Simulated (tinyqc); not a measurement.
# Field-effect mobility of a thin-film transistor with band-tail and deep states (multiple trapping), step by step

A worked calculation. Computed by tinyqc, a small Python program that keeps every step. Command: `OMP_NUM_THREADS=1 python tinyqc.py 3022645 3022646 out.jsonl tft walk`. One thread of a shared host (Intel(R) Xeon(R) Processor @ 2.30GHz), about 0.08 s of CPU time with the checks. Intermediate numbers are printed to about 7 digits and carried at full precision; extremes and crossings named in words are read from the listed rows.

A thick film in accumulation at small drain voltage. Only free electrons move; trapped ones still screen the gate. N_c and mu_0 are held fixed when T changes, leaving out the T^(3/2) growth of N_c. x = E_0 - psi is the distance of the Fermi level below the band edge.

Inputs (values chosen for the exercise, modelled on polycrystalline silicon):
```
quantity                                           value         unit
permittivity eps                                    11.7            -
effective density of states N_c                  2.5e+19       1/cm^3
band mobility mu_0                                   140   cm^2/(V s)
tail density at the edge g_t                     6.3e+20  1/(eV cm^3)
tail width E_t                                        31          meV
deep-state density g_d                           7.7e+15  1/(eV cm^3)
flat-band Fermi level below the edge, E_0           0.56           eV
equivalent oxide thickness t                          19           nm
surface band bending psi_s as a fraction of E_0     0.94            -
temperature T                                        300            K
```

Deep states: included.

Constants: k_B = 8.617333262e-05 eV/K; e = 1.602176634e-19 C; eps_0 = 8.8541878128e-12 F/m.

## Free and trapped densities

F_j(eta) = int_0^infinity x^j/(1 + exp(x - eta)) dx, without a gamma-function factor. Integrals over x = E/(k_B T) use 160 Gauss-Legendre points in u = sqrt(x) from 0 to sqrt(max(eta, 0) + 32). Free n(x) = N_c (2/sqrt(pi)) F_1/2(-x/k_B T), with F_1/2 from its two-term series in exp(-x/k_B T) for x >= 12 k_B T; tail n_t(x) = int_0^1.2eV g_t exp(-E/E_t)/(1 + exp((x - E)/k_B T)) dE, E counted down from the edge, 120 Gauss-Legendre points; deep charge g_d psi; space charge rho(psi) = n + n_t + g_d psi less its value at psi = 0.

Local densities at x = 0.4, 0.3, 0.2, 0.15, 0.1, 0.05, 0 and -0.05 eV:
```
x (eV)    n (1/cm^3)  n_t (1/cm^3)  n/(n + n_t)
0.40    4.766897e+12  2.369466e+14    0.0197213
0.30    2.281185e+14  5.540717e+15    0.0395432
0.20    1.091493e+16  1.191864e+17    0.0838956
0.15    7.543756e+16  5.167301e+17    0.1273922
0.10    5.185967e+17  2.035016e+18    0.2030835
0.05    3.442502e+18  6.556667e+18    0.3442788
0.00    1.912868e+19  1.400365e+19    0.5773418
-0.05   6.820288e+19  1.835480e+19    0.7879471
```

E_t/k_B T = 1.20: deep in the tail n_t follows exp(-x/E_t), more slowly than n, so the free share grows as the Fermi level rises.

## One gate voltage

Poisson: F(psi) = sqrt((2 e/(eps eps_0)) int_0^psi rho dpsi'); V_G - V_FB = psi_s + eps F(psi_s) t/3.9; free sheet density N_f = int (n - n(E_0))/F dpsi; induced sheet density N_i = eps eps_0 F(psi_s)/e; trapezoid rule on 301 even points in psi, the first interval left out of N_f. mu_eff = mu_0 N_f/N_i; field-effect mobility mu_FE = mu_0 e (dN_f/dV_G)/C_ox and swing S = dV_G/dlog10(N_f), by a central difference of +/- 2 mV in psi_s; C_ox = 3.9 eps_0/t.

surface field = 418.9168 kV/cm

V_G - V_FB = 2.914226 V

free sheet density N_f = 6.368951e+11 1/cm^2

induced sheet density N_i = 2.708645e+12 1/cm^2

effective mobility mu_eff = 32.91879 cm^2/(V s)

field-effect mobility mu_FE = 55.93401 cm^2/(V s)

swing S = 3236.836 mV/decade

24 % of the induced charge is free. mu_FE exceeds mu_eff because the free share is still growing with V_G. The swing is 54.38 times the ideal ln(10) k_B T/e.

## Transfer curve

The formulas are those given above.

Against the band bending:
```
psi_s (V)  V_G - V_FB (V)  N_f (1/cm^2)  mu_eff (cm^2/(V s))  mu_FE (cm^2/(V s))  S (mV/decade)
0.20             0.242623  9.445192e+07              0.27349        2.881569e-01          93.21
0.28             0.360472  1.160238e+09              1.77943        2.388774e+00         138.10
0.35             0.538847  8.435505e+09              5.51290        7.637168e+00         314.01
0.40             0.788163  3.031538e+10              9.63890        1.382511e+01         623.37
0.45             1.261707  1.027588e+11             15.62423        2.373776e+01        1230.65
0.49             1.935903  2.685831e+11             22.92547        3.694995e+01        2066.42
0.53             3.034979  6.927308e+11             34.13022        5.822385e+01        3382.11
0.57             4.722269  1.689520e+12             50.21767        8.607447e+01        5578.69
0.62             7.799551  4.220954e+12             72.55912        1.126130e+02       10651.09
```

The steepest swing among the rows is 93 mV/decade. mu_eff climbs from 0.27 to 73, 52 % of mu_0 in the last row. Between rows 6 and 7 N_f scales as (V_G - V_FB - psi_s)^1.72; an exponential tail holding all the charge would give the larger of 1 and 2 E_t/k_B T - 1, here 1.40, and free charge alone 1; charge in deep states makes the exponent larger and lets it vary with V_G.

Checks made by the program: tail integral against adaptive quadrature (relative difference below 1e-10).
